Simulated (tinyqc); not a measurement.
Thermal boundary conductance by the acoustic and diffuse mismatch models: one step, computed by the program tinyqc.

Each side has one longitudinal and two transverse Debye branches, omega = v q up to q_D = (6 pi^2 n)^(1/3), with n counting all atoms. Scattering at the interface is elastic. Electrons are left out of G, also for metals. Melting is ignored. G refers to the temperatures of the phonons sent towards the interface. Linear branches over all atoms overstate G at high T, most for crystals with several atoms a cell.

Problem. Cross-plane conductivity of the superlattice. kappa_eff = (d_1 + d_2)/(d_1/kappa_1 + d_2/kappa_2 + 2 R), two interfaces a period, with bulk conductivities in the layers; the gradient is J/kappa_eff.

Inputs (values chosen for the exercise, modelled on lead (side 1) and silica (side 2)): conductivity kappa_1 = 35.5 W/(m K); conductivity kappa_2 = 1.4 W/(m K); temperature T = 77 K; thickness d_1 = 1600 nm; thickness d_2 = 67 nm; heat flux J = 18 kW/cm^2.

Structure: superlattice.

boundary resistance R = 10.47601 m^2 K/GW

Give: kappa_eff; kappa_eff without interfaces; interface share of the resistance; temperature gradient.

Solution.

kappa_eff = 14.638 W/(m K)

kappa_eff without interfaces = 17.939 W/(m K)

interface share of the resistance = 0.18398

temperature gradient = 12.297 K/micrometre

The layers carry most of the resistance. Caution: kappa_2 is of room-temperature size, so the Kapitza length is only nominal at this T. Caution: at this temperature short waves carry the heat; linear branches up to q_D overstate their velocity, and inelastic processes, left out here, grow with T. Caution: the conductivities are of room-temperature size; at this T real values can differ much and free paths can be long. Caution: layers this thin are often below the phonon free path, where bulk conductivities and independent interfaces no longer hold.
